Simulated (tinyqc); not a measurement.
From results back to parameters: two electrons on one impurity (helium-like model). Five cases, with inputs chosen for the exercise.

Problem. With equal orbitals the first electron is bound by Ha* Z^2/2 and the second by Ha* [(Z - 5/16)^2 - Z^2/2]. Both were computed from hidden Z and Ha*.

Case 1.

binding of the first and second electron (meV): 22.5876  9.5733

Case 2.

binding of the first and second electron (meV): 117.5894  49.8377

Case 3.

binding of the first and second electron (meV): 123.5358  52.3580

Case 4.

binding of the first and second electron (meV): 117.2159  49.6794

Case 5.

binding of the first and second electron (meV): 21.5517  9.1342

Find: (Z - 5/16)/Z; Z; Ha*.

Solution. The sum of the two over twice the first is ((Z - 5/16)/Z)^2.

Case 1.

(Z - 5/16)/Z = 0.8438
Z = 2.00
Ha* = 11.3 meV

Case 2.

(Z - 5/16)/Z = 0.8438
Z = 2.00
Ha* = 58.8 meV

Case 3.

(Z - 5/16)/Z = 0.8438
Z = 2.00
Ha* = 61.8 meV

Case 4.

(Z - 5/16)/Z = 0.8438
Z = 2.00
Ha* = 58.6 meV

Case 5.

(Z - 5/16)/Z = 0.8438
Z = 2.00
Ha* = 10.8 meV

Computed by tinyqc, one run a case: `OMP_NUM_THREADS=1 python tinyqc.py N N+1 out.jsonl` with N = 1251758, 1251878, 1251944, 1251968, 1251998; one thread of a shared Intel(R) Xeon(R) Processor @ 2.30GHz, about 0.04 s a run at most.
